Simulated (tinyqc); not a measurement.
# Thermionic-field emission through a Schottky barrier, WKB: what changes with what

Metal on an n-type semiconductor with one parabolic valley; V > 0 is forward bias (metal positive). Energies E are counted from the conduction edge of the neutral semiconductor, whose Fermi level lies at -xi; that of the metal lies at -xi - V. The barrier is a parabola of height Vd = phi - xi - V (depletion approximation, no image force).

Parameters, values chosen for the exercise; band and dielectric values those of a made-up semiconductor:
```
symbol   value   unit                             meaning
T          300      K                         temperature
me      0.0818     m0                       electron mass
eps_r     13.1                      relative permittivity
phi       0.64     eV  barrier height seen from the metal
Nd      2.6e18  cm^-3                       donor density
```

Constants: q = 1.602176634e-19 C, kB = 1.380649e-23 J/K, eps0 = 8.8541878128e-12 F/m, hbar = 1.054571817e-34 J s, h = 6.62607015e-34 J s, m0 = 9.1093837015e-31 kg, Vt = kB T/q. Results are converted to the units shown.

Each table varies one quantity; the others keep the values above.

## Contact resistivity against barrier height

Nc = 2 (2 pi me m0 kB T/h^2)^1.5 (times 1e-6 for cm^-3); Nd = Nc F12(-xi/Vt), F12(x) = (2/sqrt(pi)) int_0^infinity sqrt(u)/(1 + exp(u - x)) du; E00 = (hbar/2) sqrt(Nd/(me m0 eps0 eps_r)) in SI units (volts). For E < Vd, ln T(E) = -(Vd/E00) [sqrt(1 - y) - y ln((1 + sqrt(1 - y))/sqrt(y))], y = E/Vd; T(E) = 1 above. J = A* T (q/kB) int_0^infinity T(E) N(E) dE, N = ln[(1 + exp((-xi - E)/Vt))/(1 + exp((-xi - V - E)/Vt))], A* = 4 pi q me m0 kB^2/h^3 (times 1e-4 for A/(cm^2 K^2)). The integral is converged to the digits shown; the share over the barrier is that of E > Vd, and 0 means below 1e-6 %. The contact resistivity is rho_c = 1/(dJ/dV) at V = 0, where N becomes V f/Vt with f = 1/(1 + exp((E + xi)/Vt)).

Result of one run:

| phi (eV) | rho_c (ohm cm^2) | thermionic Vt exp(phi/Vt)/(A* T^2) (ohm cm^2) |
|---|---|---|
| 1.1 | 2.080e4 | 8.808e10 |

What becomes of these results when the barrier height seen from the metal phi is changed from 1.1 to 0.69 eV, all else the same?

Result of the changed run:

| phi (eV) | rho_c (ohm cm^2) | thermionic Vt exp(phi/Vt)/(A* T^2) (ohm cm^2) |
|---|---|---|
| 0.69 | 0.2863 | 1.141e4 |

The whole series:

| phi (eV) | rho_c (ohm cm^2) | thermionic Vt exp(phi/Vt)/(A* T^2) (ohm cm^2) |
|---|---|---|
| 0.15 | 2.595e-7 | 9.673e-6 |
| 0.29 | 7.464e-6 | 0.002175 |
| 0.42 | 2.113e-4 | 0.3322 |
| 0.56 | 0.008639 | 74.69 |
| 0.69 | 0.2863 | 1.141e4 |
| 0.83 | 12.85 | 2.565e6 |
| 0.96 | 448.0 | 3.917e8 |
| 1.1 | 2.080e4 | 8.808e10 |

rho_c rises from 2.59e-7 to 20800 ohm cm^2; between the last two rows it grows by a factor e every 36.5 meV, against E00 coth(E00/Vt) = 35.8 meV and Vt = 25.9 meV for pure emission.

## Contact resistivity against doping

The last column is the thermionic value Vt exp(phi/Vt)/(A* T^2). By a common rule of thumb, E00/Vt below 0.5 marks thermionic emission, 0.5 to 5 thermionic-field emission and above 5 field emission.

Result of one run:

| Nd (cm^-3) | E00/Vt | rho_c (ohm cm^2) | thermionic rho_c (ohm cm^2) |
|---|---|---|---|
| 3.1e19 | 3.863 | 3.565e-7 | 1649 |

What becomes of these results when the donor density Nd is changed from 3.1e19 to 5.9e18 cm^-3, all else the same?

Result of the changed run:

| Nd (cm^-3) | E00/Vt | rho_c (ohm cm^2) | thermionic rho_c (ohm cm^2) |
|---|---|---|---|
| 5.9e18 | 1.685 | 6.059e-4 | 1649 |

The whole series:

| Nd (cm^-3) | E00/Vt | rho_c (ohm cm^2) | thermionic rho_c (ohm cm^2) |
|---|---|---|---|
| 9.3e16 | 0.2116 | 329.8 | 1649 |
| 2.1e17 | 0.3179 | 151.2 | 1649 |
| 4.9e17 | 0.4856 | 38.36 | 1649 |
| 1.1e18 | 0.7276 | 3.970 | 1649 |
| 2.6e18 | 1.119 | 0.07416 | 1649 |
| 5.9e18 | 1.685 | 6.059e-4 | 1649 |
| 1.3e19 | 2.501 | 1.004e-5 | 1649 |
| 3.1e19 | 3.863 | 3.565e-7 | 1649 |
| 7.1e19 | 5.846 | 3.917e-8 | 1649 |

rho_c falls from 330 to 3.92e-8 ohm cm^2: 0.20 of the thermionic value in the first row (thermionic emission) and 2.4e-11 of it in the last (field emission). Between the last two rows ln rho_c changes by 0.650 eV for each unit of 1/E00, to be set beside phi = 0.64 eV of the rule rho_c ~ exp(phi/E00). Even in the first row most of the current tunnels through the thin top of the barrier.

Range of the model: The depletion approximation, a parabolic band and the neglect of image-force lowering make these currents estimates at high doping.

Computed by the program tinyqc: `OMP_NUM_THREADS=1 python tinyqc.py 2640060 2640061 out.jsonl`, one thread of a shared Intel Xeon 2.30GHz, about 0.03 s for the whole run.
